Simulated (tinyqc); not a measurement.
Froehlich polaron in a polar crystal: one step, computed by the program tinyqc. Command: `OMP_NUM_THREADS=1 python tinyqc.py 3016926 3016927 out.jsonl frohlich walk`. One thread of a shared host (Intel(R) Xeon(R) Processor @ 2.30GHz), about 0.06 s of CPU time with the checks.

One electron in a parabolic band of mass m*, coupled to dispersionless LO phonons in the continuum model. Energies are in units of hbar omega unless marked, wave numbers in k_0 = sqrt(2 m* omega/hbar).

Problem. Feynman's energy at a trial point. Feynman's bound: E(v, w) = 3 (v - w)^2/(4 v) - (alpha v/sqrt(pi)) int_0^infinity e^-u D(u)^(-1/2) du, D = w^2 u + ((v^2 - w^2)/v)(1 - e^(-v u)); integrals by 80 Gauss-Legendre points in s from 0 to 1 with u = 40 s^2.

Inputs (values chosen for the exercise, modelled on sodium chloride): trial v = 5.1; trial w = 1.6.

coupling constant alpha = 3.750223

Give: first term; E(v, w).

Solution.

first term = 1.8015 hbar omega

E(v, w) = -3.5018 hbar omega
